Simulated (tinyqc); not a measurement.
Inside a calculation (part 2 of 2). Method: UHF in the sto-3g basis, for BeH, spin multiplicity 2. This run ends on a higher stationary point, not on the lowest solution. Computed by tinyqc, a small Python program that keeps every step (integrals from PySCF). Command: `OMP_NUM_THREADS=1 python tinyqc.py 27443 27444 out.jsonl` (the two numbers bound the seeds that draw the settings). One thread of a shared host (Intel(R) Xeon(R) Processor @ 2.60GHz), about 0.09 s of CPU time with the checks.

Geometry (angstrom):
```
atom         x         y         z
Be    0.000000  0.000000  0.000000
H     0.000000  0.000000  1.533000
```

## Iteration 35 (converged): orbitals

converged F(alpha) (hartree):
```
            1Be 1s     1Be 2s    1Be 2px    1Be 2py    1Be 2pz      2H 1s
1Be 1s   -4.488906  -1.287706   0.000000   0.000000   0.012918  -0.228014
1Be 2s   -1.287706  -0.628382   0.000000   0.000000  -0.090300  -0.339157
1Be 2px   0.000000   0.000000  -0.027408  -0.182536   0.000000   0.000000
1Be 2py   0.000000   0.000000  -0.182536   0.067116   0.000000   0.000000
1Be 2pz   0.012918  -0.090300   0.000000   0.000000   0.130589  -0.159480
2H 1s    -0.228014  -0.339157   0.000000   0.000000  -0.159480  -0.022523
```

converged F(beta) (hartree):
```
            1Be 1s     1Be 2s   1Be 2px   1Be 2py    1Be 2pz      2H 1s
1Be 1s   -4.449887  -1.273702  0.000000  0.000000   0.011878  -0.228944
1Be 2s   -1.273702  -0.362074  0.000000  0.000000  -0.118098  -0.335839
1Be 2px   0.000000   0.000000  0.307894  0.023475   0.000000   0.000000
1Be 2py   0.000000   0.000000  0.023475  0.295737   0.000000   0.000000
1Be 2pz   0.011878  -0.118098  0.000000  0.000000   0.090956  -0.311422
2H 1s    -0.228944  -0.335839  0.000000  0.000000  -0.311422  -0.366796
```

X:
```
                 1          2          3         4          5         6
1Be 1s    0.252400   0.786683   0.000000  0.000000   0.597465  0.195038
1Be 2s   -0.794558  -0.582868   0.000000  0.000000   0.447938  0.391510
1Be 2px   0.000000   0.000000   0.862591  0.505901   0.000000  0.000000
1Be 2py   0.000000   0.000000  -0.505901  0.862591   0.000000  0.000000
1Be 2pz  -0.834896   0.500779   0.000000  0.000000  -0.502416  0.379275
2H 1s     1.106147  -0.220209   0.000000  0.000000  -0.193783  0.522991
```

Diagonalise F' = X^T F X, C = X C', fill 3 alpha and 2 beta electrons from the bottom; D(s) = C_occ C_occ^T. Each column has its largest component positive (the first on a tie).

F' = X^T F X (alpha) (hartree):
```
           1          2          3          4          5          6
1   0.535442  -0.396044   0.000000   0.000000  -0.235298  -0.034219
2  -0.396044  -1.688962   0.000000   0.000000  -1.975146  -0.740637
3   0.000000   0.000000   0.156096  -0.130350   0.000000   0.000000
4   0.000000   0.000000  -0.130350  -0.116389   0.000000   0.000000
5  -0.235298  -1.975146   0.000000   0.000000  -2.272085  -1.128243
6  -0.034219  -0.740637   0.000000   0.000000  -1.128243  -0.724687
```

orbital energies (alpha) (hartree): MO1 -4.492842, MO2 -0.357123, MO3 -0.168702, MO4 0.084290, MO5 0.208409, MO6 0.615382

coefficients C (alpha):
```
               MO1        MO2       MO3        MO4        MO5        MO6
1Be 1s    0.991200  -0.252338  0.000000   0.142431   0.000000   0.105555
1Be 2s    0.033010   0.815766  0.000000  -0.565335   0.000000  -0.582081
1Be 2px   0.000000   0.000000  0.790776   0.000000  -0.612106   0.000000
1Be 2py   0.000000   0.000000  0.612106   0.000000   0.790776   0.000000
1Be 2pz  -0.000043   0.152988  0.000000   0.664484   0.000000  -0.937634
2H 1s    -0.004973   0.329206  0.000000   0.420845   0.000000   1.139129
```

F' = X^T F X (beta) (hartree):
```
           1          2         3         4          5          6
1   0.489419  -0.291679  0.000000  0.000000  -0.210696  -0.282673
2  -0.291679  -1.563723  0.000000  0.000000  -2.047028  -0.789039
3   0.000000   0.000000  0.284294  0.016764   0.000000   0.000000
4   0.000000   0.000000  0.016764  0.319337   0.000000   0.000000
5  -0.210696  -2.047028  0.000000  0.000000  -2.236970  -0.978078
6  -0.282673  -0.789039  0.000000  0.000000  -0.978078  -0.847628
```

orbital energies (beta) (hartree): MO1 -4.453339, MO2 -0.429454, MO3 0.154056, MO4 0.277566, MO5 0.326065, MO6 0.569835

coefficients C (beta):
```
               MO1        MO2        MO3        MO4       MO5        MO6
1Be 1s    0.992057  -0.117743  -0.247060   0.000000  0.000000  -0.136020
1Be 2s    0.029729   0.273848   0.897662   0.000000  0.000000   0.665818
1Be 2px   0.000000   0.000000   0.000000  -0.612106  0.790776   0.000000
1Be 2py   0.000000   0.000000   0.000000   0.790776  0.612106   0.000000
1Be 2pz  -0.000511   0.225828  -0.498437   0.000000  0.000000   1.022088
2H 1s    -0.003372   0.753425  -0.202210   0.000000  0.000000  -0.987206
```

D(alpha) after iteration 35:
```
            1Be 1s     1Be 2s   1Be 2px   1Be 2py    1Be 2pz      2H 1s
1Be 1s    1.046152  -0.173129  0.000000  0.000000  -0.038648  -0.088000
1Be 2s   -0.173129   0.666565  0.000000  0.000000   0.124801   0.268391
1Be 2px   0.000000   0.000000  0.625327  0.484038   0.000000   0.000000
1Be 2py   0.000000   0.000000  0.484038  0.374673   0.000000   0.000000
1Be 2pz  -0.038648   0.124801  0.000000  0.000000   0.023405   0.050365
2H 1s    -0.088000   0.268391  0.000000  0.000000   0.050365   0.108401
```

D(beta) after iteration 35:
```
            1Be 1s     1Be 2s   1Be 2px   1Be 2py    1Be 2pz      2H 1s
1Be 1s    0.998040  -0.002751  0.000000  0.000000  -0.027096  -0.092056
1Be 2s   -0.002751   0.075876  0.000000  0.000000   0.061827   0.206223
1Be 2px   0.000000   0.000000  0.000000  0.000000   0.000000   0.000000
1Be 2py   0.000000   0.000000  0.000000  0.000000   0.000000   0.000000
1Be 2pz  -0.027096   0.061827  0.000000  0.000000   0.050999   0.170146
2H 1s    -0.092056   0.206223  0.000000  0.000000   0.170146   0.567661
```

## Convergence

Stop when the energy changes by less than 1e-08 hartree and every element of the error matrix X^T (F D S - S D F) X (for each spin) is below 3e-05.

Course of the cycle:
```
iteration   E (hartree)     change  largest element of the error matrix
1          -14.74746838          -                             7.49e-02
2          -14.78240678  -3.49e-02                             3.16e-02
3          -14.79430418  -1.19e-02                             2.05e-02
4          -14.79912191  -4.82e-03                             1.50e-02
5          -14.80156047  -2.44e-03                             1.34e-02
6          -14.80315213  -1.59e-03                             1.17e-02
7          -14.80431444  -1.16e-03                             1.01e-02
8          -14.80517809  -8.64e-04                             8.73e-03
9          -14.80581072  -6.33e-04                             7.44e-03
10         -14.80626452  -4.54e-04                             6.27e-03
11         -14.80658354  -3.19e-04                             5.23e-03
12         -14.80680386  -2.20e-04                             4.33e-03
13         -14.80695374  -1.50e-04                             3.55e-03
14         -14.80705444  -1.01e-04                             2.89e-03
...                 ...        ...                                  ...
22         -14.80724171  -3.26e-06                             5.06e-04
23         -14.80724381  -2.09e-06                             4.05e-04
24         -14.80724515  -1.34e-06                             3.23e-04
25         -14.80724600  -8.57e-07                             2.58e-04
26         -14.80724655  -5.47e-07                             2.06e-04
27         -14.80724690  -3.50e-07                             1.65e-04
28         -14.80724712  -2.23e-07                             1.32e-04
29         -14.80724727  -1.42e-07                             1.05e-04
30         -14.80724736  -9.07e-08                             8.38e-05
31         -14.80724741  -5.78e-08                             6.69e-05
32         -14.80724745  -3.68e-08                             5.34e-05
33         -14.80724747  -2.35e-08                             4.26e-05
34         -14.80724749  -1.49e-08                             3.40e-05
35         -14.80724750  -9.51e-09                             2.71e-05
```

PySCF UHF in the same basis, after a stability check = -14.91892725 hartree

Converged in 35 iterations. But the solution lies 0.11168 hartree above the reference: it is another stationary point, not the lowest one. Reruns (cap 100 unless said): DIIS 8: converged in 11 to a higher stationary point; damping 0.5: converged in 72 to a higher stationary point; level shift 0.5: converged in 68 to a higher stationary point; atomic densities as start, DIIS 8: converged in 10.

## Populations, bond orders and dipole

overlap S:
```
           1Be 1s    1Be 2s   1Be 2px   1Be 2py   1Be 2pz     2H 1s
1Be 1s   1.000000  0.259517  0.000000  0.000000  0.000000  0.045471
1Be 2s   0.259517  1.000000  0.000000  0.000000  0.000000  0.384473
1Be 2px  0.000000  0.000000  1.000000  0.000000  0.000000  0.000000
1Be 2py  0.000000  0.000000  0.000000  1.000000  0.000000  0.000000
1Be 2pz  0.000000  0.000000  0.000000  0.000000  1.000000  0.466215
2H 1s    0.045471  0.384473  0.000000  0.000000  0.466215  1.000000
```

Mulliken: Z minus the diagonal of D S on the atom; Loewdin: the same with S^(1/2) D S^(1/2); Mayer order: 2 sum_s sum (D(s) S)_ij (D(s) S)_ji over the two atoms.

Charges (e):
```
atom   Mulliken    Loewdin  Mulliken spin
1Be   -0.046843  -0.057557       1.491017
2H     0.046843   0.057557      -0.491017
```

Mayer bond orders:
```
pair     order
2-1   0.756708
```

dipole moment about the origin, x y z (debye): 0.000000  0.000000  -1.825402

<S^2> of the determinant (pure state: 0.75) = 1.041403
